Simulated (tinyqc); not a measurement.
sp3s* tight binding: sweeps and comparisons. A value that a table varies takes the place of the one given here.

sp3s* tight binding, nearest neighbours only: anion (a) at 0, cation (c) at a/4 (1,1,1), orbitals s, px, py, pz, s* on each; k in units of 2 pi/a. With phases e_j = exp(i (pi/2) k.n_j) for n = (1,1,1), (1,-1,-1), (-1,1,-1), (-1,-1,1): g0 = (e1+e2+e3+e4)/4, g1 = (e1+e2-e3-e4)/4, g2 = (e1-e2+e3-e4)/4, g3 = (e1-e2-e3+e4)/4. The diagonal holds the levels Esa, Epa, Exa (s*) and Esc, Epc, Exc. Anion-cation block: <sa|sc> = Vss g0; <sa|xc> = Vsapc g1; <xa|sc> = -Vscpa g1; <xa|xc> = Vxx g0; <xa|yc> = <ya|xc> = Vxy g3, <xa|zc> = <za|xc> = Vxy g2, <ya|zc> = <za|yc> = Vxy g1; <s*a|xc> = Vxapc g1; <xa|s*c> = -Vpaxc g1; y and z take g2 and g3 in place of g1; s-s* and s*-s* vanish.

Parameters, chosen for this exercise (near a published set for Si, fitted to gaps, whose masses and valley positions are rough; shifted at random, so the results belong to these values and not to a real crystal): Esa = -4.182 eV (s level of the anion); Epa = 1.721 eV (p level of the anion); Esc = -4.182 eV (s level of the cation); Epc = 1.721 eV (p level of the cation); Exa = 6.668 eV (s* level of the anion); Exc = 6.668 eV (s* level of the cation); Vss = -8.362 eV (s-s); Vxx = 1.721 eV (px-px); Vxy = 4.609 eV (px-py); Vsapc = 5.733 eV (s anion, p cation); Vscpa = 5.733 eV (s cation, p anion); Vxapc = 5.394 eV (s* anion, p cation); Vpaxc = 5.394 eV (p anion, s* cation); eta = 2 (scaling exponent); D001 = 0.8 (ratio -ezz/exx).

## What the s* orbital does

The s* couplings Vxapc and Vpaxc are scaled by f; f = 0 is the plain sp3 model. Gaps from the top of the valence band at Gamma; the Delta value is the minimum on (x,0,0), 0.5 <= x <= 1.

Gaps (eV):

| f | Gamma | Delta | L | x of the minimum |
|---|---|---|---|---|
| 0.00 | 3.4420 | 4.0960 | 4.0530 | 0.500 |
| 0.25 | 3.4420 | 3.8030 | 3.8640 | 0.500 |
| 0.50 | 3.4420 | 3.1374 | 3.4417 | 0.563 |
| 0.75 | 3.4420 | 2.1778 | 2.9658 | 0.698 |
| 0.90 | 3.4420 | 1.5644 | 2.6899 | 0.723 |
| 1.00 | 3.4420 | 1.1552 | 2.5013 | 0.731 |
| 1.10 | 3.4420 | 0.7491 | 2.0780 | 0.735 |

What can be read from the table?

The gap at Gamma stays, since g1 to g3 vanish there. From f = 0 to 1 the s* levels lower the Delta value by 2.941 eV and L by 1.552 eV. For f = 0 and 0.25 the least value lies at x = 0.5, the end of the range: any valley further out lies above that value until s* has lowered it enough. The lowest of the three is Gamma at f = 0 and the Delta line at f = 1.

## Hydrostatic strain (sp3s* tight binding, strained)

Strain e moves each bond vector to d = (1 + e) d0 (no internal displacement for the diagonal strains used here) and k is given in fractions of the strained reciprocal cell, so the phases stay. Two-centre values Vss_sigma = Vss/4, Vsp_sigma = sqrt3 V/4 for each s-p and s*-p pair, Vpp_sigma = (Vxx + 2 Vxy)/4, Vpp_pi = (Vxx - Vxy)/4 are scaled by (d0/d)^eta and combined with the new direction cosines; the levels on the diagonal stay.

exx = eyy = ezz = e. Gaps as measured from the top of the valence band; the deformation potentials are (gap(0.01) - gap(-0.01))/0.06.

Gaps (eV):

| e | Gamma | Delta | L | x of the minimum |
|---|---|---|---|---|
| -0.03 | 3.6582 | 1.1723 | 2.5294 | 0.720 |
| -0.02 | 3.5839 | 1.1668 | 2.5202 | 0.724 |
| -0.01 | 3.5119 | 1.1612 | 2.5108 | 0.727 |
| 0.00 | 3.4420 | 1.1552 | 2.5013 | 0.731 |
| 0.01 | 3.3742 | 1.1491 | 2.4119 | 0.735 |
| 0.02 | 3.3083 | 1.1428 | 2.3115 | 0.738 |
| 0.03 | 3.2444 | 1.1363 | 2.2139 | 0.742 |

gap deformation potentials (eV): Gamma -2.295, Delta -0.200, L -1.649

What does this show, and why?

Per unit of volume strain the gaps move by -2.30 (Gamma), -0.20 (Delta) and -1.65 eV (L). The lowest valley stays the Delta line over the range. These potentials follow from the one exponent eta, which fitted models replace by one for each integral; with it the sizes are rough, the sign for Delta can be wrong (in Si, Ge and the III-V crystals measured values are small and positive), and the pressures at which valleys cross, and which valley takes over, are rough too. A gap of zero, where one is listed, marks an s level that has sunk below the valence top.

## Biaxial strain splits the top of the valence band (sp3s* tight binding, strained)

No spin-orbit coupling; k = 0; exx = eyy = e, ezz = -D001 e. The four bonds keep equal lengths, and the sums over them give Vxx(e) for px and py and Vzz(e) for pz; each level is the lower root of [[Epa, V], [V, Epc]], and the s level the upper root of the s block. The shear potential b follows from E(x,y) - E(z) = 3 b (exx - ezz), taken as the slope between e = -0.005 and 0.005.

Couplings and levels at Gamma (eV):

| e | ezz | Vxx(e) | Vzz(e) | E(x,y) | E(z) | E(x,y) - E(z) (meV) | upper s level |
|---|---|---|---|---|---|---|---|
| -0.020 | 0.0160 | 1.6344 | 1.9762 | 0.0866 | -0.2552 | 341.8 | 4.3129 |
| -0.010 | 0.0080 | 1.6786 | 1.8470 | 0.0424 | -0.1260 | 168.4 | 4.2467 |
| -0.005 | 0.0040 | 1.7000 | 1.7836 | 0.0210 | -0.0626 | 83.6 | 4.2134 |
| 0.005 | -0.0040 | 1.7416 | 1.6592 | -0.0206 | 0.0618 | -82.3 | 4.1465 |
| 0.010 | -0.0080 | 1.7617 | 1.5982 | -0.0407 | 0.1228 | -163.4 | 4.1129 |
| 0.020 | -0.0160 | 1.8006 | 1.4787 | -0.0796 | 0.2423 | -321.9 | 4.0455 |

b = -3.073 eV

What can be read from the table?

Under tension in the plane (e > 0) the bonds tilt towards the plane, Vxx grows to 1.7617 and Vzz falls to 1.5982 eV at e = 0.01, and the pz state forms the top of the valence band, by 163.4 meV; under compression (e = -0.01) the px, py pair does, by 168.4 meV. The slope gives b = -3.07 eV, a rough value, since on-site strain terms are left out (measured values lie near -2 eV).

## What each parameter does

Gaps from the top of the valence band at Gamma; Delta is the minimum on (x,0,0), 0.5 <= x <= 1. A change on one sublattice alone makes the two atoms unequal. Each row changes one parameter from the base and keeps the others.

Results:

| case | Ev (eV) | gap Gamma (eV) | gap Delta (eV) | gap L (eV) |
|---|---|---|---|---|
| base | 0.0000 | 3.4420 | 1.1552 | 2.5013 |
| Exc = 6.468 eV | 0.0000 | 3.4420 | 1.1170 | 2.4322 |
| Epa = 2.021 eV | 0.1435 | 3.4550 | 1.0798 | 2.3672 |
| Vscpa = 5.433 eV | 0.0000 | 3.4420 | 1.0734 | 2.3595 |
| Esa = -3.882 eV | 0.0000 | 3.4420 | 1.1792 | 2.5028 |
| Vpaxc = 5.694 eV | 0.0000 | 3.4420 | 1.0377 | 2.3408 |
| Vxapc = 5.694 eV | 0.0000 | 3.4420 | 1.0377 | 2.3408 |

What does this show?

The largest shifts from the base row, up to three for each result and ties (the steps differ in size, so this ranks the rows, not the parameters). Ev (eV): Epa +0.1435; unchanged at the printed digits by Exc, Vscpa, Esa, Vpaxc and Vxapc. gap Gamma (eV): Epa +0.0130; unchanged at the printed digits by Exc, Vscpa, Esa, Vpaxc and Vxapc. gap Delta (eV): Vxapc -0.1175, Vpaxc -0.1175, Vscpa -0.0819. gap L (eV): Vxapc -0.1605, Vpaxc -0.1605, Vscpa -0.1418. Exc, Vscpa, Vpaxc and Vxapc cannot move Ev or the gap at Gamma, whose blocks do not hold them; s parameters never move Ev, and move the gap only where the lowest empty level at Gamma is s-like.

Computed by tinyqc, a small Python program: `OMP_NUM_THREADS=1 python tinyqc.py 1481771 1481772 out.jsonl` (the numbers bound the seed that draws the inputs); one thread of a shared host (Intel(R) Xeon(R) Processor @ 2.30GHz), about 0.1 s for the whole set of steps.
